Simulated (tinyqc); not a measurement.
X-ray reflectivity of a thin film on silicon: critical angles, Parratt recursion, fringes and roughness. Changing the roughness of the interface sigma_2. Computed by tinyqc, a small Python program. Command: `OMP_NUM_THREADS=1 python tinyqc.py 3121424 3121425 out.jsonl xrr sweep`. One thread of a shared host (Intel(R) Xeon(R) Processor @ 2.30GHz), about 0.01 s of CPU time with the checks.

n = 1 - delta + i beta; the classical electron radius is r_e = 2.8179403e-6 nm. Layer 0 is vacuum, 1 the film, 2 the substrate.

Inputs (values chosen for the exercise, modelled on Si3N4 on silicon, copper K-alpha radiation): wavelength lambda = 0.15406 nm; film density rho = 2.75 g/cm^3; effective electrons per unit mass, film = 0.502 mol/g; beta/delta, film = 0.016; film thickness d = 6.41 nm; roughness of the surface sigma_1 = 0.85 nm; substrate density = 2.33 g/cm^3; effective electrons per unit mass, substrate = 0.507 mol/g; beta/delta, substrate = 0.023; grazing angle theta = 2.08 degrees.

Constants: N_A = 6.02214076e+23 1/mol.

Method:
- delta = r_e lambda^2 rho_e/(2 pi), rho_e = density x electrons per mass x N_A; critical angle sqrt(2 delta), q_c = 4 sqrt(pi r_e rho_e).
- k_j = (2 pi/lambda) sqrt(sin^2 theta - 2 delta_j + 2 i beta_j); r_ij = (k_i - k_j)/(k_i + k_j) x exp(-2 k_i k_j sigma^2) (Nevot-Croce); r = (r_01 + r_12 p)/(1 + r_01 r_12 p), p = exp(2 i k_1 d); R = |r|^2.
- Far above the critical angle the period is d theta = lambda/(2 d), or 2 pi/d in q; the envelope runs between (|r_01| - |r_12 p|)^2 and (|r_01| + |r_12 p|)^2; contrast = 2 a b/(a^2 + b^2) with a = |r_01|, b = |r_12 p|; roughness factors on the amplitudes are about exp(-q^2 sigma^2/2).

One run for each value:
```
roughness of the interface sigma_2 (nm)    contrast  roughness factor, interface  reflectivity R
0.0                                      5.4639e-01                   1.0000e+00      1.1862e-07
0.2                                      6.2853e-01                   8.3921e-01      7.1055e-08
0.4                                      8.7834e-01                   4.9601e-01      9.9522e-09
0.6                                      9.4327e-01                   2.0647e-01      1.8325e-09
0.8                                      4.0366e-01                   6.0527e-02      1.3225e-08
1.0                                      8.8600e-02                   1.2497e-02      1.9381e-08
1.2                                      1.3222e-02                   1.8171e-03      2.0942e-08
1.4                                      1.3931e-03                   1.8609e-04      2.1192e-08
1.6                                      1.0383e-04                   1.3422e-05      2.1220e-08
```

Over the rows, contrast goes from 0.546 through a maximum among these rows, 0.943 at 0.600, to 1.04e-4; roughness factor, interface falls from 1.00 to 1.34e-5; reflectivity R goes from 1.19e-7 through a minimum among these rows, 1.83e-9 at 0.600, to 2.12e-8.

Extremes, crossings and ranges named in words are read from the listed rows.
